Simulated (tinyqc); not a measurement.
One-electron ion in a basis of Gaussians, step by step. Computed by tinyqc, a small Python program that keeps every step. Settings: Z = 2, l = 0. Command: `OMP_NUM_THREADS=1 python tinyqc.py 25596 25597 out.jsonl` (the two numbers bound the seeds that draw the settings). One thread of a shared host (Intel(R) Xeon(R) Processor @ 2.60GHz), about 0.01 s of CPU time with the checks.

## Matrices over normalised Gaussians

exponents of r^l exp(-a r^2) (1/bohr^2): 0.595000  0.974200  1.595000  2.612000

Z = 2

l = 0

With p = a_i + a_j and I(k) = Gamma((k+1)/2) / (2 p^((k+1)/2)): S = I(2l+2), T = (2l+3) a_i a_j S / p, V = -Z I(2l+1), each divided by sqrt(S_ii S_jj).

S, lower triangle:
```
          1         2         3         4
1  1.000000
2  0.955876  1.000000
3  0.839145  0.955883  1.000000
4  0.685511  0.839091  0.955843  1.000000
```

T (hartree), lower triangle:
```
          1         2         3         4
1  0.892500
2  1.059277  1.461300
3  1.090917  1.734351  2.392500
4  0.996613  1.786147  2.839679  3.918000
```

V (hartree), lower triangle:
```
           1          2          3          4
1  -2.461833
2  -2.702250  -3.150098
3  -2.802491  -3.457711  -4.030699
4  -2.770440  -3.586010  -4.424436  -5.158063
```

## Generalised eigenproblem

H = T + V (hartree), lower triangle:
```
           1          2          3          4
1  -1.569333
2  -1.642974  -1.688798
3  -1.711573  -1.723361  -1.638199
4  -1.773827  -1.799863  -1.584757  -1.240063
```

Solve H C = S C e through S^(-1/2); each column has its largest component positive (the first on a tie).

eigenvalues of S: 0.000687  0.020636  0.357920  3.620758

eigenvalues (hartree): -1.914329  0.062862  3.287310  8.947775

coefficients:
```
           1          2           3           4
1  -0.412139  -5.359694   -6.264038    5.893750
2  -0.708244   8.535687   14.659936  -19.046651
3   0.807376  -5.068088  -10.280980   22.775973
4  -0.778844   1.735359    1.546449   -9.836403
```

For Z = 2 and l = 0 the exact lowest level is -Z^2/(2 n^2) with n = l + 1: -2.000000 hartree. The basis is nearly linearly dependent, so rounded matrices do not reproduce these digits.
